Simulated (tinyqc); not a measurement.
Inside a calculation. Method: plane-wave Kohn-Sham cycle with exchange-only LDA in a layered model solid. Computed by tinyqc, a small Python program that keeps every step. Settings: points = 16, plane-wave index or count = 3, electrons = 4, k points = 3, area = 34.0, mixing = 1.0, iteration cap = 67. Command: `OMP_NUM_THREADS=1 python tinyqc.py 31072 31073 out.jsonl` (the two numbers bound the seeds that draw the settings). One thread of a shared host (Intel(R) Xeon(R) Processor @ 2.60GHz), about 0.03 s of CPU time with the checks. Later iterations appear only in the table of the cycle.

## Iteration 1: potential

A solid whose potential varies along x alone (atomic units):
```
parameter                      value
period a                   11.300000
cross-section of the cell  34.000000
electrons per cell                 4
grid points                       16
plane waves -n..n, n               3
k points                           3
V1 in V1 cos(2 pi x/a)     -0.420000
```

density at the start, on the grid x_j = j a/N (e/bohr^3): [0.01041124, 0.01041124, 0.01041124, 0.01041124, 0.01041124, 0.01041124, 0.01041124, 0.01041124, 0.01041124, 0.01041124, 0.01041124, 0.01041124, 0.01041124, 0.01041124, 0.01041124, 0.01041124]

V_H(G) = 4 pi rho(G)/G^2 for G != 0 (uniform background); v_x = -(3 rho/pi)^(1/3); V = V_ext + V_H + v_x; Fourier components f(G_m) = (1/N) sum_j f(x_j) exp(-i G_m x_j).

Potentials on the grid (hartree):
```
x              V_ext       V_H        v_x          V
0.000000   -0.420000  0.000000  -0.215026  -0.635026
0.706250   -0.388029  0.000000  -0.215026  -0.603056
1.412500   -0.296985  0.000000  -0.215026  -0.512011
2.118750   -0.160727  0.000000  -0.215026  -0.375753
2.825000           0  0.000000  -0.215026  -0.215026
3.531250    0.160727  0.000000  -0.215026  -0.054299
4.237500    0.296985  0.000000  -0.215026   0.081959
4.943750    0.388029  0.000000  -0.215026   0.173003
5.650000    0.420000  0.000000  -0.215026   0.204974
6.356250    0.388029  0.000000  -0.215026   0.173003
7.062500    0.296985  0.000000  -0.215026   0.081959
7.768750    0.160727  0.000000  -0.215026  -0.054299
8.475000           0  0.000000  -0.215026  -0.215026
9.181250   -0.160727  0.000000  -0.215026  -0.375753
9.887500   -0.296985  0.000000  -0.215026  -0.512011
10.593750  -0.388029  0.000000  -0.215026  -0.603056
```

V(G_m), m = 0, 1, 2, ... (hartree): [-0.215026, -0.210000, 0.000000, 0.000000, 0.000000, 0.000000, 0.000000]

## Iteration 1: Hamiltonian at one k

k = 0.000000 2 pi / a

H(m,m') = (k + G_m)^2/2 delta + V(G_m - G_m'), with V(-G) = V(G).

H (hartree), order -3, -2, -1, +0, +1, +2, +3:
$$\begin{pmatrix}
1.176256 & -0.210000 & 0.000000 & 0.000000 & 0.000000 & 0.000000 & 0.000000 \\
-0.210000 & 0.403322 & -0.210000 & 0.000000 & 0.000000 & 0.000000 & 0.000000 \\
0.000000 & -0.210000 & -0.060439 & -0.210000 & 0.000000 & 0.000000 & 0.000000 \\
0.000000 & 0.000000 & -0.210000 & -0.215026 & -0.210000 & 0.000000 & 0.000000 \\
0.000000 & 0.000000 & 0.000000 & -0.210000 & -0.060439 & -0.210000 & 0.000000 \\
0.000000 & 0.000000 & 0.000000 & 0.000000 & -0.210000 & 0.403322 & -0.210000 \\
0.000000 & 0.000000 & 0.000000 & 0.000000 & 0.000000 & -0.210000 & 1.176256
\end{pmatrix}$$

## Iteration 1: levels at that k

Diagonalise the Hermitian matrix.

eigenvalues (hartree): [-0.465277, -0.145923, 0.081060, 0.433286, 0.456444, 1.231775, 1.231886]

## Iteration 1: new density

Motion across x is left out: the lowest 2 band(s) hold two electrons at each of the k points (j + 1/2)/nk - 1/2. Residual R = rho(out) - rho(in); rho(new) = rho(in) + 1 R. rho(out) = 2/(a A nk) sum |psi|^2 with psi = sum c exp(i G x). Harris energy E = band energy - dV sum rho (V_H/2 + v_x) + (3/4) dV sum rho v_x with rho(in), dV = a A/N, band energy = (2/nk) sum of the filled levels.

rho(out) (e/bohr^3): [0.01895200, 0.02061443, 0.02136660, 0.01663254, 0.00926895, 0.00390248, 0.00139294, 0.00049553, 0.00028097, 0.00049553, 0.00139294, 0.00390248, 0.00926895, 0.01663254, 0.02136660, 0.02061443]

density after iteration 1 (e/bohr^3): [0.01895200, 0.02061443, 0.02136660, 0.01663254, 0.00926895, 0.00390248, 0.00139294, 0.00049553, 0.00028097, 0.00049553, 0.00139294, 0.00390248, 0.00926895, 0.01663254, 0.02136660, 0.02061443]

energy per cell = -1.01436636 hartree

## Iteration 2: potential

As before.

Potentials on the grid (hartree):
```
x              V_ext        V_H        v_x          V
0.000000   -0.420000   0.465898  -0.262548  -0.216650
0.706250   -0.388029   0.438111  -0.270011  -0.219929
1.412500   -0.296985   0.346845  -0.273256  -0.223396
2.118750   -0.160727   0.190035  -0.251368  -0.222060
2.825000           0  -0.004359  -0.206856  -0.211215
3.531250    0.160727  -0.192768  -0.155038  -0.187078
4.237500    0.296985  -0.341924  -0.109977  -0.154916
4.943750    0.388029  -0.435379  -0.077926  -0.125275
5.650000    0.420000  -0.467020  -0.064498  -0.111518
6.356250    0.388029  -0.435379  -0.077926  -0.125275
7.062500    0.296985  -0.341924  -0.109977  -0.154916
7.768750    0.160727  -0.192768  -0.155038  -0.187078
8.475000           0  -0.004359  -0.206856  -0.211215
9.181250   -0.160727   0.190035  -0.251368  -0.222060
9.887500   -0.296985   0.346845  -0.273256  -0.223396
10.593750  -0.388029   0.438111  -0.270011  -0.219929
```

V(G_m), m = 0, 1, 2, ... (hartree): [-0.188494, -0.025228, 0.011542, -0.001006, 0.000377, -0.000030, 0.000240]

## Iteration 2: Hamiltonian at one k

k = 0.000000 2 pi / a

As before.

H (hartree), order -3, -2, -1, +0, +1, +2, +3:
$$\begin{pmatrix}
1.202789 & -0.025228 & 0.011542 & -0.001006 & 0.000377 & -0.000030 & 0.000240 \\
-0.025228 & 0.429854 & -0.025228 & 0.011542 & -0.001006 & 0.000377 & -0.000030 \\
0.011542 & -0.025228 & -0.033907 & -0.025228 & 0.011542 & -0.001006 & 0.000377 \\
-0.001006 & 0.011542 & -0.025228 & -0.188494 & -0.025228 & 0.011542 & -0.001006 \\
0.000377 & -0.001006 & 0.011542 & -0.025228 & -0.033907 & -0.025228 & 0.011542 \\
-0.000030 & 0.000377 & -0.001006 & 0.011542 & -0.025228 & 0.429854 & -0.025228 \\
0.000240 & -0.000030 & 0.000377 & -0.001006 & 0.011542 & -0.025228 & 1.202789
\end{pmatrix}$$

## Iteration 2: levels at that k

As before.

eigenvalues (hartree): [-0.196018, -0.046760, -0.016990, 0.429853, 0.431418, 1.203483, 1.203990]

## Iteration 2: new density

As before.

rho(out) (e/bohr^3): [0.00996406, 0.01066013, 0.01221151, 0.01335823, 0.01301484, 0.01110224, 0.00854916, 0.00652437, 0.00577486, 0.00652437, 0.00854916, 0.01110224, 0.01301484, 0.01335823, 0.01221151, 0.01066013]

density after iteration 2 (e/bohr^3): [0.00996406, 0.01066013, 0.01221151, 0.01335823, 0.01301484, 0.01110224, 0.00854916, 0.00652437, 0.00577486, 0.00652437, 0.00854916, 0.01110224, 0.01301484, 0.01335823, 0.01221151, 0.01066013]

energy per cell = -0.84740733 hartree

## Convergence

Stop when sqrt(dV sum R^2) is below 1e-8, dV = a A/N.

Course of the cycle:
```
iteration  E (hartree)  norm of the residual
1          -1.01436636              1.66e-01
2          -0.84740733              1.39e-01
3          -0.86530090              1.23e-01
4          -0.80353150              1.08e-01
5          -0.81098217              9.76e-02
6          -0.77929143              8.72e-02
7          -0.78239164              7.99e-02
8          -0.76425997              7.24e-02
9          -0.76541795              6.68e-02
10         -0.75431063              6.11e-02
11         -0.75456647              5.67e-02
...                ...                   ...
57         -0.72821266              2.54e-03
58         -0.72820631              2.38e-03
59         -0.72820129              2.23e-03
60         -0.72819643              2.09e-03
61         -0.72819253              1.96e-03
62         -0.72818881              1.84e-03
63         -0.72818579              1.72e-03
64         -0.72818294              1.61e-03
65         -0.72818060              1.51e-03
66         -0.72817841              1.41e-03
67         -0.72817660              1.33e-03
```

Not converged within 67 iterations: the residual falls steadily but slowly, by a factor of about 0.94 a step. Reruns (cap 100 unless said): mixing 0.1: not converged; mixing 0.5, Kerker q0 1.0: converged in 70 (E = -0.72816); mixing 0.3, Pulay depth 5: converged in 10 (E = -0.72816); the original settings with a cap of 400: not converged.
